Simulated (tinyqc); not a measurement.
From results back to parameters: metal-induced gap states at the contact of a metal chain and a two-band chain. Two cases, with inputs chosen for the exercise.

Problem. With gap states the barrier for electrons is phi = S (W - chi - p) + p, W being the work function of the metal, S the pinning factor and p the depth of the neutrality level below the conduction edge. The barriers for two metals come from hidden S and p, those of the chain and not of a measured contact.

Find: S, p (eV).

Method. The slope of the barrier against W is S; then p = (phi1 - S (W1 - chi))/(1 - S).

Case 1.

Values chosen (out of a larger set: gap and optical dielectric constant near those of Ge; the chain itself is a model; not measured data): W1 = 4.28 eV (work function of metal 1); W2 = 5.29 eV (of metal 2); chi = 4.02 eV (electron affinity).

barriers (eV): metal 1 0.33392, metal 2 0.41068

Solution.

S, p (eV): 0.076  0.340

Case 2.

Values chosen (out of a larger set: gap and optical dielectric constant near those of Ge; the chain itself is a model; not measured data): W1 = 4.03 eV (work function of metal 1); W2 = 5.11 eV (of metal 2); chi = 4.06 eV (electron affinity).

barriers (eV): metal 1 0.33001, metal 2 0.35917

Solution.

S, p (eV): 0.027  0.340

Computed by tinyqc, one run a case: `OMP_NUM_THREADS=1 python tinyqc.py N N+1 out.jsonl` with N = 1481724, 1481798; one thread of a shared Intel(R) Xeon(R) Processor @ 2.30GHz, about 0.01 s a run at most.
